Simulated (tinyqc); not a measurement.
Gain factor and gap resistance from two string resistances.

Question. At small bit-line voltage each of the 64 cells has the resistance 1/(K x) at overdrive x (no mobility reduction) in series with a gap resistance Rg. Find K, Rg and the share of the gaps at the higher overdrive.

resistance of a string of 64 equal cells at overdrives of 3.9 and 7.1 V (kohm): [1224.0410, 761.78028]

Solution. The resistance per cell is a straight line in 1/x with slope 1/K and intercept Rg.

K = 16.0 uA/V^2
Rg = 3.10 kohm
share of the gaps = 26.0 %

Program tinyqc, `OMP_NUM_THREADS=1 python tinyqc.py 2142221 2142222 out.jsonl`; Intel Xeon 2.30GHz, shared host, one thread, about 1 s.
